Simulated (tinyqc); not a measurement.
Wafer bonding and layer transfer: bond energy, gap closing, particles, bonding of dissimilar wafers and hydrogen blisters: one step, computed by the program tinyqc. Command: `OMP_NUM_THREADS=1 python tinyqc.py 3002394 3002395 out.jsonl bond walk`. One thread of a shared host (Intel(R) Xeon(R) Processor @ 2.30GHz), about 0.01 s of CPU time with the checks.

gamma is the energy per area of each of the two surfaces; plates are isotropic.

Task: Blistering after hydrogen implantation. A flat crack of radius r under a layer of thickness d, as a clamped plate: centre height w = 3 p r^4/(16 E' d^3), volume pi r^2 w/3, energy release G = 3 p^2 r^4/(32 E' d^3), E' = E1/(1 - nu^2). It grows when G = 2 gamma_s. The gas comes from the area pi r^2: p V = (dose x share/2) pi r^2 k_B T, and G = p w/2 = (3/2) N k_B T with N the H2 molecules per area. Share needed: G = 2 gamma_s. The pressure and height at growth are given for r = 10 d.

Inputs (values chosen for the exercise, with wafer 1 close to silicon):
```
quantity,value,unit
Young's modulus E1,158,GPa
Poisson ratio nu,0.24,-
implant depth d,0.18,micrometre
hydrogen dose,8.6,1e16/cm^2
share of the dose released as H2,0.11,-
surface energy of the weakened plane gamma_s,1,J/m^2
anneal temperature T,800,K
```

Constants: k_B = 1.380649e-23 J/K.

Give: energy release G; share of the dose needed; pressure at growth; height at growth.

Result:

energy release G = 0.7837 J/m^2

share of the dose needed = 0.2807

pressure at growth = 44.58 MPa

height at growth = 89.73 nm

The released gas does not suffice by this estimate. In this plate limit G depends on neither r nor d.
